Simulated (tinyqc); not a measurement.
Closing the gap: two-band tight binding of a puckered layer.

With X = kx ax/2 and Y = ky ay/2: h = t2 + 2 cos(Y) (t1 exp(iX) + t3 exp(-iX)) + t5 exp(2iX), d = 4 t4 cos(X) cos(Y), H = [[d, h], [h*, d]], E = d -/+ |h|.

Constants: hbar^2/2m0 = 3.80998211 eV angstrom^2.

Inputs chosen for the exercise (near a published set for monolayer black phosphorus; the results hold for these values, not for the real material): ax = 4.58 angstrom (period along x (armchair)); ay = 3.28 angstrom (period along y (zigzag)); t1 = -1.217 eV (along the zigzag); t3 = -0.215 eV (second in the sheet); t4 = -0.101 eV (same sublattice); t5 = -0.06 eV (far across).

t2 is lowered; h0 = t2 + 2 t1 + 2 t3 + t5, c = hbar^2/2m0. For h0 > 0 the gap is 2 h0 at Gamma. For h0 < 0 the bands touch at kx = 0, cos(Y) = -(t2 + t5)/(2 (t1 + t3)).

Against t2:
```
t2 (eV)  h0 (eV)  gap (eV)  electron mass along x (m0)  ky of the nodes (1/angstrom)
3.8        0.876     1.752                      0.1678                             -
3.6        0.676     1.352                      0.1427                             -
3.4        0.476     0.952                      0.1119                             -
3.2        0.276     0.552                      0.0732                             -
3.0        0.076     0.152                      0.0231                             -
2.8       -0.124     0.000                           -                        0.1801
2.6       -0.324     0.000                           -                        0.2928
2.4       -0.524     0.000                           -                        0.3747
```

The gap closes at t2 = 2.924 eV. On the way the mass along x falls with the gap and tends to 2 c h0/chi^2 as it closes, while that along y stays. Beyond it two Dirac nodes move apart along the zigzag direction, to ky = +/-0.375 1/angstrom in the last row. The mass formula is c/(ex + gx + chi^2/(2 h0)) with chi = ax (t1 - t3 + t5), gx = -ax^2 ((t1 + t3)/4 + t5/2), ex = -t4 ax^2/2.

Run: tinyqc, `OMP_NUM_THREADS=1 python tinyqc.py 1480078 1480079 out.jsonl`; Intel(R) Xeon(R) Processor @ 2.30GHz, one thread, shared host; about 0.01 s of CPU time with all checks.
